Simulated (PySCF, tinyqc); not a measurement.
Inside a calculation. Method: FCI on RHF in the sto-3g basis, frozen core, for BeH+, spin multiplicity 1. The lowest restricted solution is unstable here: a spin-polarised one lies 0.0000 hartree lower (PySCF). One step of it, computed by the program tinyqc.

Question. Integrals over molecular orbitals. (pq|rs) = sum C_ip C_jq C_kr C_ls (ij|kl), one index at a time.

coefficients C, order 1Be 1s, 1Be 2s, 1Be 2px, 1Be 2py, 1Be 2pz, 2H 1s:
$$\begin{pmatrix}
0.992965 & -0.195341 & -0.200233 & 0.000000 & 0.000000 & 0.112382 \\
0.026304 & 0.624127 & 0.745434 & 0.000000 & 0.000000 & -0.550298 \\
0.000000 & 0.000000 & 0.000000 & 0.958007 & -0.286745 & 0.000000 \\
0.000000 & 0.000000 & 0.000000 & 0.286745 & 0.958007 & 0.000000 \\
-0.001907 & 0.270752 & -0.607587 & 0.000000 & 0.000000 & -0.900906 \\
-0.002854 & 0.496147 & -0.323559 & 0.000000 & 0.000000 & 1.034185
\end{pmatrix}$$

core Hamiltonian H = T + V (hartree), order 1Be 1s, 1Be 2s, 1Be 2px, 1Be 2py, 1Be 2pz, 2H 1s:
$$\begin{pmatrix}
-8.185515 & -2.014888 & 0.000000 & 0.000000 & -0.011701 & -0.271009 \\
-2.014888 & -2.412416 & 0.000000 & 0.000000 & -0.112463 & -0.793576 \\
0.000000 & 0.000000 & -1.917006 & 0.000000 & 0.000000 & 0.000000 \\
0.000000 & 0.000000 & 0.000000 & -1.917006 & 0.000000 & 0.000000 \\
-0.011701 & -0.112463 & 0.000000 & 0.000000 & -1.999003 & -0.906948 \\
-0.271009 & -0.793576 & 0.000000 & 0.000000 & -0.906948 & -1.737659
\end{pmatrix}$$

Two-electron integrals (ij|kl) in chemists' order, unique and non-zero (hartree):
```
(11|11) 2.298831   (21|11) 0.392036   (21|21) 0.079539   (22|11) 0.570988
(22|21) 0.143041   (22|22) 0.417683   (31|31) 0.014607   (32|31) 0.021888
(32|32) 0.092265   (33|11) 0.569578   (33|21) 0.143083   (33|22) 0.417589
(33|33) 0.449859   (41|41) 0.014607   (42|41) 0.021888   (42|42) 0.092265
(43|43) 0.024249   (44|11) 0.569578   (44|21) 0.143083   (44|22) 0.417589
(44|33) 0.401360   (44|44) 0.449859   (51|51) 0.014607   (52|51) 0.021888
(52|52) 0.092265   (53|53) 0.024249   (54|54) 0.024249   (55|11) 0.569578
(55|21) 0.143083   (55|22) 0.417589   (55|33) 0.401360   (55|44) 0.401360
(55|55) 0.449859   (61|11) 0.051101   (61|21) 0.010361   (61|22) 0.018801
(61|33) 0.018676   (61|44) 0.018676   (61|51) 0.000913   (61|52) 0.001730
(61|55) 0.019059   (61|61) 0.001414   (62|11) 0.146493   (62|21) 0.037356
(62|22) 0.121947   (62|33) 0.117066   (62|44) 0.117066   (62|51) 0.004832
(62|52) 0.031792   (62|55) 0.131594   (62|61) 0.005384   (62|62) 0.057209
(63|31) 0.003114   (63|32) 0.015302   (63|53) 0.005245   (63|63) 0.004668
(64|41) 0.003114   (64|42) 0.015302   (64|54) 0.005245   (64|64) 0.004668
(65|11) 0.166119   (65|21) 0.042816   (65|22) 0.146176   (65|33) 0.137601
(65|44) 0.137601   (65|51) 0.007715   (65|52) 0.048997   (65|55) 0.163174
(65|61) 0.006391   (65|62) 0.077283   (65|65) 0.106836   (66|11) 0.317631
(66|21) 0.082320   (66|22) 0.302411   (66|33) 0.281320   (66|44) 0.281320
(66|51) 0.011373   (66|52) 0.099892   (66|55) 0.344270   (66|61) 0.012040
(66|62) 0.187117   (66|65) 0.266268   (66|66) 0.774606
```

Give: one-electron integrals over orbitals h = C^T H C; Two-electron integrals over orbitals.

Answer.

one-electron integrals over orbitals h = C^T H C (hartree):
$$\begin{pmatrix}
-8.176 & 0.168 & 0.198 & 0.000 & 0.000 & -0.070 \\
0.168 & -2.054 & -0.041 & 0.000 & 0.000 & 0.219 \\
0.198 & -0.041 & -1.897 & 0.000 & 0.000 & -0.075 \\
0.000 & 0.000 & 0.000 & -1.917 & 0.000 & 0.000 \\
0.000 & 0.000 & 0.000 & 0.000 & -1.917 & 0.000 \\
-0.070 & 0.219 & -0.075 & 0.000 & 0.000 & -1.645
\end{pmatrix}$$

Two-electron integrals over orbitals (pq|rs), unique and non-zero (hartree); the lowest 1 orbital is frozen and left out:
```
(22|22) 0.481    (32|22) -0.067   (32|32) 0.052    (33|22) 0.323
(33|32) 0.034    (33|33) 0.443    (42|42) 0.044    (43|42) 0.033
(43|43) 0.050    (44|22) 0.354    (44|32) 0.032    (44|33) 0.390
(44|44) 0.450    (52|52) 0.044    (53|52) 0.033    (53|53) 0.050
(54|54) 0.024    (55|22) 0.354    (55|32) 0.032    (55|33) 0.390
(55|44) 0.401    (55|55) 0.450    (62|22) 0.032    (62|32) -0.052
(62|33) -0.018   (62|44) -0.066   (62|55) -0.066   (62|62) 0.120
(63|22) -0.057   (63|32) 0.046    (63|33) 0.055    (63|44) 0.029
(63|55) 0.029    (63|62) -0.057   (63|63) 0.063    (64|42) -0.027
(64|43) -0.010   (64|64) 0.024    (65|52) -0.027   (65|53) -0.010
(65|65) 0.024    (66|22) 0.485    (66|32) -0.070   (66|33) 0.350
(66|44) 0.357    (66|55) 0.357    (66|62) 0.062    (66|63) -0.060
(66|66) 0.524
```
